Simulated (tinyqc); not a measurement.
CIS on RHF in the 3-21g basis, for H2, spin multiplicity 1, step by step. One step of it, computed by the program tinyqc.

Task: CIS matrix, singlets. A(ia,jb) = (e_a - e_i) d_ij d_ab + 2 (ia|jb) - (ij|ab).

orbital energies (hartree): MO1 -0.549257, MO2 0.219048, MO3 1.006224, MO4 1.373700

Two-electron integrals over orbitals (pq|rs), unique and non-zero (hartree):
```
(11|11) 0.603471    (21|21) 0.104743    (22|11) 0.457958    (22|22) 0.417461
(31|11) 0.145328    (31|22) 0.065755    (31|31) 0.102919    (32|21) 0.000671
(32|32) 0.035675    (33|11) 0.540476    (33|22) 0.420074    (33|31) 0.128490
(33|33) 0.507696    (41|21) -0.080550   (41|32) -0.042989   (41|41) 0.116060
(42|11) -0.139456   (42|22) -0.068329   (42|31) -0.081573   (42|33) -0.119228
(42|42) 0.079774    (43|21) -0.115129   (43|32) -0.028020   (43|41) 0.127949
(43|43) 0.170085    (44|11) 0.613619    (44|22) 0.470169    (44|31) 0.184829
(44|33) 0.572240    (44|42) -0.168107   (44|44) 0.687490
```

Give: CIS matrix A, singlet.

Result:

CIS matrix A, singlet (hartree):
```
        1>2    1>3     1>4
1>2   0.520  0.000  -0.022
1>3   0.000  1.221   0.000
1>4  -0.022  0.000   1.541
```
